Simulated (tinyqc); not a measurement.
MOSFET in the linear regime without short-channel effects, parameter extraction from computed curves: one step of the calculation.

Inversion charge Q = Cox n Vt W0(exp((Vg - VT)/(n Vt))), W0 the Lambert function and n = nf; u = Q/Cox; mobility mu = mu0/(1 + th1 u + th2 u^2); channel resistance Rch = (L - dL)/(W mu Q); Id = Vd/(Rch + Rsd/W). Cox = eps0 eox/tox. Small Vd, no channel-length or drain effects.

Problem. Transfer curve. u, mu, Rch and Id as defined.

Inputs (values chosen for the exercise); channel values of the order met in silicon transistors: temperature T = 300 K; relative permittivity of the gate insulator (close to silicon dioxide) eox = 3.9; insulator thickness tox = 2.8 nm; low-field mobility mu0 = 400 cm^2/(V s); first mobility attenuation factor th1 = 0.74 1/V; second mobility attenuation factor th2 = 0.1 1/V^2; threshold voltage VT = 0.69 V; body factor nf = 1.1; gate width W = 10 um; drawn gate length L = 0.12 um; drawn less effective length dL = 0.005 um; source plus drain resistance Rsd = 370 ohm um; drain voltage Vd = 0.02 V.

Constants: q = 1.602176634e-19 C, kB = 1.380649e-23 J/K, Vt = kB T/q, eps0 = 8.8541878128e-14 F/cm where lengths are in cm. Results are converted to the units shown.

| point | Vg (V) |
|---|---|
| 0 | 0.39 |
| 1 | 0.54 |
| 2 | 0.69 |
| 3 | 0.84 |
| 4 | 0.99 |
| 5 | 1.14 |
| 6 | 1.29 |
| 7 | 1.44 |
| 8 | 1.59 |
| 9 | 1.74 |

Wanted: u; mu; Rch; Id.

Solution.

| point | u (V) | mu (cm^2/(V s)) | Rch (ohm) | Id (uA) |
|---|---|---|---|---|
| 0 | 7.4518e-7 | 400.00 | 3.1284e7 | 6.3930e-4 |
| 1 | 1.4483e-4 | 399.96 | 1.6098e5 | 0.12421 |
| 2 | 0.016128 | 395.27 | 1462.7 | 13.336 |
| 3 | 0.11122 | 369.16 | 227.12 | 75.723 |
| 4 | 0.23941 | 338.15 | 115.18 | 131.42 |
| 5 | 0.37654 | 309.40 | 80.041 | 170.88 |
| 6 | 0.51750 | 283.74 | 63.505 | 198.99 |
| 7 | 0.66055 | 261.02 | 54.083 | 219.58 |
| 8 | 0.80493 | 240.90 | 48.089 | 235.05 |
| 9 | 0.95021 | 223.03 | 44.000 | 246.91 |

Computed by the program tinyqc: `OMP_NUM_THREADS=1 python tinyqc.py 2210144 2210145 out.jsonl`, one thread of a shared Intel Xeon 2.30GHz, about 0.02 s for the whole run.
